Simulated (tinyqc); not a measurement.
Schottky barrier on an n-type semiconductor with a surface-enhanced doping, non-linear Poisson equation by Newton steps: two steps of the calculation.

One dimension, metal at x = 0, donor density C(x) = Nd + N0 exp(-x/Ls). Energies are counted from the electron Fermi level of the semiconductor and the conduction-band edge is Ec = -psi, so n = Nc exp(psi/Vt); holes follow the Fermi level of the metal, at -V, so p = Nv exp((V - psi - Eg)/Vt). Ends: psi(0) = V - phiB and psi = Vt ln(Nd/Nc) deep inside. Boltzmann statistics, full ionisation, no current, no image force in the Poisson equation.

Inputs (values chosen for the exercise); band and dielectric values close to those of gallium phosphide: temperature T = 300 K; band gap Eg = 2.3 eV; conduction-band density of states at T Nc = 1.79e19 cm^-3; valence-band density of states at T Nv = 1.91e19 cm^-3; bias of the metal against the semiconductor V = -6 V.

Constants: q = 1.602176634e-19 C, kB = 1.380649e-23 J/K, Vt = kB T/q. Results are converted to the units shown.

Task 1. Densities, residual and Jacobian diagonal. n_i = Nc exp(psi_i/Vt), p_i = Nv exp((V - psi_i - Eg)/Vt), rho_i = p_i - n_i + C_i, g_i = (n_i + p_i)/Vt. Box widths w_i = (h_(i-1) + h_i)/2 in cm. Residual F_i = a_i (psi_(i+1) - psi_i) - a_(i-1) (psi_i - psi_(i-1)) + q rho_i w_i; Jacobian: a_(i-1) and a_i beside the diagonal, b_i = -a_(i-1) - a_i - q g_i w_i on it. The two end nodes are fixed.

| node | x (nm) | psi after iteration 1 (V) | donor density C (cm^-3) |
|---|---|---|---|
| 0 | 0 | -7.1700000 | 2.5e16 |
| 1 | 210 | -0.2264800 | 1.7168871e16 |
| 2 | 449 | -0.1921066 | 1.1742655e16 |
| 3 | 722 | -0.1986999 | 8.2210250e15 |
| 4 | 1030 | -0.2062162 | 6.1289599e15 |
| 5 | 1390 | -0.2117130 | 4.9566033e15 |
| 6 | 1790 | -0.2148566 | 4.3932714e15 |
| 7 | 2250 | -0.2164032 | 4.1414969e15 |
| 8 | 2780 | -0.2170328 | 4.0435757e15 |
| 9 | 3380 | -0.2172429 | 4.0114864e15 |
| 10 | 4060 | -0.2173019 | 4.0025346e15 |
| 11 | 4840 | -0.2173157 | 4.0004479e15 |
| 12 | 5730 | -0.2173183 | 4.0000620e15 |
| 13 | 6740 | -0.2173187 | 4.0000066e15 |

| interval | coupling a_i (F/cm^2) |
|---|---|
| 0 | 4.6800707e-8 |
| 1 | 4.1121960e-8 |
| 2 | 3.6000544e-8 |
| 3 | 3.1909573e-8 |
| 4 | 2.7300412e-8 |
| 5 | 2.4570371e-8 |
| 6 | 2.1365540e-8 |
| 7 | 1.8543676e-8 |
| 8 | 1.6380247e-8 |
| 9 | 1.4453160e-8 |
| 10 | 1.2600190e-8 |
| 11 | 1.1042863e-8 |
| 12 | 9.7308401e-9 |

Wanted: n; p; residual F; diagonal b.

Result 1.

| node | n (cm^-3) | p (cm^-3) |
|---|---|---|
| 0 | 6.3410e-102 | 1.9855 |
| 1 | 2.8064e15 | 4.4861e-117 |
| 2 | 1.0607e16 | 1.1869e-117 |
| 3 | 8.2194e15 | 1.5317e-117 |
| 4 | 6.1457e15 | 2.0486e-117 |
| 5 | 4.9686e15 | 2.5339e-117 |
| 6 | 4.3997e15 | 2.8616e-117 |
| 7 | 4.1442e15 | 3.0380e-117 |
| 8 | 4.0445e15 | 3.1129e-117 |
| 9 | 4.0117e15 | 3.1383e-117 |
| 10 | 4.0026e15 | 3.1454e-117 |
| 11 | 4.0005e15 | 3.1471e-117 |
| 12 | 4.0001e15 | 3.1474e-117 |
| 13 | 4.0000e15 | 3.1475e-117 |

| node | residual F (1e-7 C/cm^2) | diagonal b (F/cm^2) |
|---|---|---|
| 1 | -2.7189 | -4.7839e-7 |
| 2 | 0.0301 | -1.7600e-6 |
| 3 | 0.0000 | -1.5477e-6 |
| 4 | 0.0000 | -1.3314e-6 |
| 5 | 0.0000 | -1.2220e-6 |
| 6 | 0.0000 | -1.2184e-6 |
| 7 | 0.0000 | -1.3112e-6 |
| 8 | 0.0000 | -1.4511e-6 |
| 9 | 0.0000 | -1.6220e-6 |
| 10 | 0.0000 | -1.8379e-6 |
| 11 | 0.0000 | -2.0938e-6 |
| 12 | 0.0000 | -2.3759e-6 |

Task 2. Newton step. Solve the tridiagonal system a_(i-1) d_(i-1) + b_i d_i + a_i d_(i+1) = -F_i for nodes 1 to 12, with d = 0 on fixed nodes. Each component d is damped to sign(d) Vt ln(1 + |d|/Vt) before it is added.

| interval | coupling a_i (F/cm^2) |
|---|---|
| 0 | 4.6800707e-8 |
| 1 | 4.1121960e-8 |
| 2 | 3.6000544e-8 |
| 3 | 3.1909573e-8 |
| 4 | 2.7300412e-8 |
| 5 | 2.4570371e-8 |
| 6 | 2.1365540e-8 |
| 7 | 1.8543676e-8 |
| 8 | 1.6380247e-8 |
| 9 | 1.4453160e-8 |
| 10 | 1.2600190e-8 |
| 11 | 1.1042863e-8 |
| 12 | 9.7308401e-9 |

| node | diagonal b (F/cm^2) | residual F (C/cm^2) |
|---|---|---|
| 1 | -4.7839401e-7 | -2.7188813e-7 |
| 2 | -1.7600304e-6 | 3.0059489e-9 |
| 3 | -1.5477126e-6 | 4.9745378e-12 |
| 4 | -1.3313549e-6 | 3.6870409e-15 |
| 5 | -1.2219920e-6 | 5.8331661e-16 |
| 6 | -1.2184185e-6 | -6.9887433e-16 |
| 7 | -1.3112479e-6 | -3.8209903e-16 |
| 8 | -1.4511349e-6 | -7.9428146e-17 |
| 9 | -1.6220485e-6 | -9.1679719e-18 |
| 10 | -1.8378951e-6 | ~0 |
| 11 | -2.0938441e-6 | ~0 |
| 12 | -2.3758596e-6 | ~0 |

| node | psi after iteration 1 (V) |
|---|---|
| 0 | -7.1700000 |
| 1 | -0.2264800 |
| 2 | -0.1921066 |
| 3 | -0.1986999 |
| 4 | -0.2062162 |
| 5 | -0.2117130 |
| 6 | -0.2148566 |
| 7 | -0.2164032 |
| 8 | -0.2170328 |
| 9 | -0.2172429 |
| 10 | -0.2173019 |
| 11 | -0.2173157 |
| 12 | -0.2173183 |
| 13 | -0.2173187 |

Find: Newton step d, before damping; psi after iteration 2.

Result 2.

| node | Newton step d, before damping (V) |
|---|---|
| 1 | -0.5693 |
| 2 | -0.0116 |
| 3 | -0.0003 |
| 4 | 0.0000 |
| 5 | 0.0000 |
| 6 | 0.0000 |
| 7 | 0.0000 |
| 8 | 0.0000 |
| 9 | 0.0000 |
| 10 | 0.0000 |
| 11 | 0.0000 |
| 12 | 0.0000 |

| node | psi after iteration 2 (V) |
|---|---|
| 0 | -7.170 |
| 1 | -0.308 |
| 2 | -0.202 |
| 3 | -0.199 |
| 4 | -0.206 |
| 5 | -0.212 |
| 6 | -0.215 |
| 7 | -0.216 |
| 8 | -0.217 |
| 9 | -0.217 |
| 10 | -0.217 |
| 11 | -0.217 |
| 12 | -0.217 |
| 13 | -0.217 |

tinyqc, about 0.1 s, one thread, Intel Xeon 2.30GHz (shared host): `OMP_NUM_THREADS=1 python tinyqc.py 2020043 2020044 out.jsonl`

~0 in a residual or rate marks an entry under 1e-11 of the largest of its column.
